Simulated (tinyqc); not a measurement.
Ballistic conductance of a hard-wall strip of a two-dimensional electron gas by counting modes: one step of the calculation.

Subband edges E_n = C (n pi/W)^2/m, n = 1, 2, ...; C = hbar^2/(2 m0). Every mode transmits fully; spin gives the factor 2 in 2 q^2/h, valleys the factor gv.

Problem. Subband edges and their occupation. List the edges below Et; each adds its degeneracy times f = 1/(1 + exp((E_n - Ef)/Vt)) to the thermal mode count.

Inputs (values chosen for the exercise): temperature T = 300 K; mass m = 0.042 m0; Fermi energy above the 2D band edge Ef = 0.206 eV; width W = 55 nm; highest subband edge listed Et = 0.309 eV.

Constants: q = 1.602176634e-19 C, kB = 1.380649e-23 J/K, hbar = 1.054571817e-34 J s, m0 = 9.1093837015e-31 kg, Vt = kB T/q, hbar^2/(2 m0) = 0.0380998212 eV nm^2. Results are converted to the units shown.

Give: edge; degeneracy; f.

Solution.

```
mode,edge (eV),degeneracy,f
1,0.0030,1,0.9996
2,0.0118,1,0.9995
3,0.0266,1,0.9990
4,0.0474,1,0.9978
5,0.0740,1,0.9940
6,0.1065,1,0.9791
7,0.1450,1,0.9136
8,0.1894,1,0.6550
9,0.2397,1,0.2133
10,0.2960,1,0.0299
```

Computed by the program tinyqc: `OMP_NUM_THREADS=1 python tinyqc.py 2740108 2740109 out.jsonl`, one thread of a shared Intel Xeon 2.30GHz, about 0.06 s for the whole run.
